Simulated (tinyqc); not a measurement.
# Current crowding under a contact, resistor ladder against the transmission-line model: what changes with what

A metal contact of length d and width W on a thin layer of the same width. The metal has no resistance, the sheet resistance under it equals Rsh, and current enters the layer at the front edge x = 0.

Parameters, values chosen for the exercise:
- Rsh = 710 ohm/sq (sheet resistance of the semiconductor layer)
- rc = 1.1e-7 ohm cm^2 (specific contact resistivity)
- d = 0.12 um (contact length)
- W = 1.1 um (contact width)

Each table varies one quantity; the others keep the values above.

## Effect of the contact resistivity

Transfer length Lt = sqrt(rc/Rsh); front resistance Rc = (Rsh Lt/W) coth(d/Lt); end resistance Re = (Rsh Lt/W)/sinh(d/Lt).

Effect of the contact resistivity:
```
rc (ohm cm^2)  Lt (um)    d/Lt  Rc W (ohm um)
2.1e-9         0.01720   6.978          12.21
5.4e-9         0.02758   4.351          19.59
1.4e-8         0.04441   2.702          31.81
3.7e-8         0.07219   1.662          55.08
9.6e-8          0.1163   1.032          106.6
2.5e-7          0.1876  0.6395          236.0
6.5e-7          0.3026  0.3966          569.8
1.7e-6          0.4893  0.2452           1445
4.4e-6          0.7872  0.1524           3695
```

What does the table show?

Rc W rises from 12.2 to 3700 ohm um, as rc^(0.50) between the first two rows (d/Lt = 7.0) and rc^(0.99) between the last two (d/Lt = 0.15); a long contact gives the power 1/2 and a short one 1. In 1 of the 9 rows Lt is below 20 nm, near the thickness of a real layer, where current spreads in depth and the line model fails.

## Effect of the sheet resistance

Same model as above.

Effect of the sheet resistance:
```
Rsh (ohm/sq)  Lt (um)    d/Lt  Rc W (ohm um)  Re W (ohm um)
22             0.7071  0.1697          92.54          91.23
56             0.4432  0.2708          93.90          90.56
140            0.2803  0.4281          97.20          88.93
370            0.1724  0.6960          106.0          84.66
940            0.1082   1.109          126.5          75.25
2400          0.06770   1.773          172.1          56.85
6200          0.04212   2.849          262.9          30.35
16000         0.02622   4.577          419.6          8.634
```

Rc W rises from 92.5 to 420 ohm um while Re W falls from 91.2 to 8.63 ohm um; for Rsh going to zero both tend to rc/d = 91.7 ohm um. A larger Rsh shortens Lt and crowds the current to the front edge.

tinyqc, about 0.01 s, one thread, Intel Xeon 2.30GHz (shared host): `OMP_NUM_THREADS=1 python tinyqc.py 2760022 2760023 out.jsonl`
